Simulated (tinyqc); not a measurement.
Finite-size error of a charged defect in a periodic cell: Madelung and Makov-Payne terms: one step, computed by the program tinyqc. Command: `OMP_NUM_THREADS=1 python tinyqc.py 3015967 3015968 out.jsonl imagecharge walk`. One thread of a shared host (Intel(R) Xeon(R) Processor @ 2.30GHz), about 0.03 s of CPU time with the checks.

L is the cube root of the cell volume. The defect charge is a Gaussian, rho(r) = q (2 pi sigma^2)^(-3/2) exp(-r^2/2 sigma^2), repeated periodically in a uniform neutralising background and screened by a continuum. The model cell energy is E(L) = E_0 + [periodic - isolated electrostatic energy].

Task: Madelung energy. Ewald sum for a unit point charge: scale each Cartesian component of the cell by 1/sqrt(eps_i), giving R', G' and V'; E = [ (1/2) sum erfc(eta R')/R' + (2 pi/V') sum exp(-G'^2/4 eta^2)/G'^2 - eta/sqrt(pi) - pi/(2 V' eta^2) ] e^2/(4 pi eps_0) / sqrt(eps_x eps_y eps_z), over n_i = -6..6, omitting n = (0,0,0), eta = 2/V'^(1/3). alpha = -2 E eps_g L/(e^2/(4 pi eps_0)), eps_g = (eps_x eps_y eps_z)^(1/3).

Inputs (values chosen for the exercise, for a model host): charge q = 3 e; cell length L = 11.7 angstrom; dielectric constant eps = 13.2.

Supercell lattice: bcc. Screening: isotropic.

cell vectors (rows) (angstrom):
```
[[-7.370538, 7.370538, 7.370538],
 [7.370538, -7.370538, 7.370538],
 [7.370538, 7.370538, -7.370538]]
```

Constants: e^2/(4 pi eps_0) = 14.39964548 eV angstrom.

Give: terms for a unit charge; Madelung constant alpha; point-charge correction -q^2 E.

Result:

terms for a unit charge (eV): real space 0.0008, reciprocal 0.0064, self -0.1052, background -0.0366

Madelung constant alpha = 2.888

point-charge correction -q^2 E = 1.212 eV
